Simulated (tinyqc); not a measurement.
Worked calculation: power iteration on a symmetric matrix. One step of it, computed by the program tinyqc.

Question. Step 2. w = (A - shift) v; v' = w/|w| with its largest component positive (the first on a tie); lambda = v'^T A v'.

A:
```
[[0.309000, 0.228000, 0.763000, -0.069000, 0.476000],
 [0.228000, 1.216000, 0.625000, -0.167000, 0.261000],
 [0.763000, 0.625000, 2.949000, -0.093000, -0.772000],
 [-0.069000, -0.167000, -0.093000, 4.181000, 0.452000],
 [0.476000, 0.261000, -0.772000, 0.452000, 4.560000]]
```

vector after step 1: [0.056487, 0.146236, 0.403871, 0.567624, 0.700083]

shift = 1.420000

Give: vector after step 2; Rayleigh quotient after step 2.

Answer.

vector after step 2: [0.1949, 0.1100, 0.0540, 0.6185, 0.7513]

Rayleigh quotient after step 2 = 4.7360
